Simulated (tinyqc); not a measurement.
Ways to converge the cycle: SCF convergence aids in the sto-3g basis, for H4, spin multiplicity 1. Computed by the program tinyqc with PySCF. RHF with one setting changed at a time; a run stops when the energy changes by less than 1e-09 hartree and the error matrix is below 1e-5. The start is random orbitals. Damping d keeps d of the old density; a shift (hartree) raises the virtual levels; DIIS n extrapolates F over n matrices.

Geometry (angstrom):
```
atom       x       y       z
H     0.0000  0.0000  0.0000
H     0.0000  0.0000  1.3160
H     0.0000  0.9210  0.0000
H     0.0000  0.9210  1.3160
```

lowest restricted solution found by these runs and by PySCF = -2.031368 hartree

Largest element of the error matrix X^T (FDS - SDF) X:
```
iteration    plain  damping 0.3  damping 0.6  shift 0.4   DIIS 3   DIIS 8
1          4.9e-01      4.9e-01      4.9e-01    4.9e-01  4.9e-01  4.9e-01
2          1.2e-01      2.4e-01      3.6e-01    3.0e-01  1.2e-01  1.2e-01
3          4.1e-02      9.9e-02      2.5e-01    1.2e-01  2.2e-02  2.2e-02
4          1.4e-02      5.1e-02      1.7e-01    5.7e-02  2.1e-03  2.1e-03
5          5.1e-03      2.8e-02      1.1e-01    3.1e-02  7.2e-05  6.7e-05
6          1.8e-03      1.5e-02      7.3e-02    1.6e-02  1.2e-05  6.6e-06
8          2.2e-04      4.5e-03      3.7e-02    4.6e-03        -        -
10         2.7e-05      1.3e-03      2.0e-02    1.3e-03        -        -
14               -      1.2e-04      6.0e-03    1.1e-04        -        -
20               -      3.1e-06      9.9e-04          -        -        -
30               -            -      4.9e-05          -        -        -
```

How each run ends:
```
run          iterations  E (hartree)         state
plain                11    -2.031368  lowest found
damping 0.3          20    -2.031368  lowest found
damping 0.6          43    -2.031368  lowest found
shift 0.4            18    -2.031368  lowest found
DIIS 3                7    -2.031368  lowest found
DIIS 8                7    -2.031368  lowest found
```

What does the comparison show, and why?

6 of 6 runs reach the lowest restricted solution found, in 7 to 43 iterations (fastest: DIIS 3, DIIS 8). Plain steps already contract here, so damping only slows them. DIIS 3 and DIIS 8 gain by cancelling the error over several earlier matrices, much as a quasi-Newton step does.
